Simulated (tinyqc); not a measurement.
On-chip interconnect, size-dependent resistivity and RC delay: one step of the calculation.

A rectangular line between two neighbours and two ground planes. Surface and grain-boundary scattering are added to the bulk resistivity as corrections; capacitances are parallel-plate values without fringing; inductance is ignored.

Question. Node voltages after a time step. A 1 V step is applied behind Rd at t = 0. C dv/dt = -G v + b, with G the conductance matrix of the ladder (1/Rs between neighbours, 1/Rd added at node 0) and b = (1 V/Rd, 0, ...). Backward Euler step: (C/dt + G) v(new) = (C/dt) v + b.

Inputs (values chosen for the exercise):
```
symbol,value,unit,meaning
Rd,410,ohm,driver resistance
dt,220,ps,time step
```

Rs = 10508.293 ohm

| node | C (fF) | v at t = 1 dt (V) |
|---|---|---|
| 0 | 3.6100938 | 0.97711049 |
| 1 | 7.2201877 | 0.55894190 |
| 2 | 7.2201877 | 0.33353674 |
| 3 | 7.2201877 | 0.22315908 |
| 4 | 3.6870938 | 0.18974274 |

Find: v at t = 2 dt.

Answer.

v at t = 2 dt, node 0 to 4 (V): [0.9902, 0.7400, 0.5523, 0.4400, 0.4025]

Range of the model: The metal width is under the mean free path, where the thick-limit surface term and the simple sum of corrections lose accuracy.

Program tinyqc, `OMP_NUM_THREADS=1 python tinyqc.py 2100123 2100124 out.jsonl`; Intel Xeon 2.30GHz, shared host, one thread, about 0.01 s.
